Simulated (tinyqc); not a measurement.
Van der Pauw, Hall and four-point-probe measurements on a doped layer: two steps of the calculation.

A uniform n-type layer with sheet resistance Rs = 1/(q ns mu), point contacts, low field (mu B small).

Inputs (values chosen for the exercise): Hall factor rH = 1.1; magnetic field B = 2 T; current I = 500 uA; thickness of the layer t = 17 nm.

Constants: q = 1.602176634e-19 C. Results are converted to the units shown.

Problem 1. New z. The van der Pauw equation exp(-pi RA z) + exp(-pi RB z) = 1 is solved for z = 1/Rs: e1 = exp(-pi RA z), e2 = exp(-pi RB z), f = e1 + e2 - 1, f' = -pi (RA e1 + RB e2), z(new) = z - f/f'.

z after iteration 1 = 8.5894458 mS
RA = 0.36066858 ohm
RB = 86.790672 ohm

Give: e1; e2; f; f'; z after iteration 2.

Solution 1.

e1 = 0.9903
e2 = 0.09613
f = 0.08645
f' = -0.02733 kohm
z after iteration 2 = 11.75 mS

Problem 2. Sheet density, mobility and bulk values. Rs = 1/z; Hall sheet density B I/(q |VH|); Hall mobility |VH|/(Rs B I); true values ns = rH times the Hall density, mu = Hall mobility/rH; bulk density ns/t, resistivity Rs t; correction factor F = Rs/[(pi/ln 2)(RA + RB)/2].

converged z = 14.980352 mS
VH = -0.40386235 mV
RA = 0.36066858 ohm
RB = 86.790672 ohm

Wanted: Rs; Hall sheet density; Hall mobility; ns; mu; bulk density; resistivity; F.

Solution 2.

Rs = 66.754 ohm/square
Hall sheet density = 1.5455e15 cm^-2
Hall mobility = 60.500 cm^2/(V s)
ns = 1.7000e15 cm^-2
mu = 55.000 cm^2/(V s)
bulk density = 1.0000e21 cm^-3
resistivity = 1.1348e-4 ohm cm
F = 0.33799

Program tinyqc, `OMP_NUM_THREADS=1 python tinyqc.py 2850154 2850155 out.jsonl`; Intel Xeon 2.30GHz, shared host, one thread, about 0.01 s.
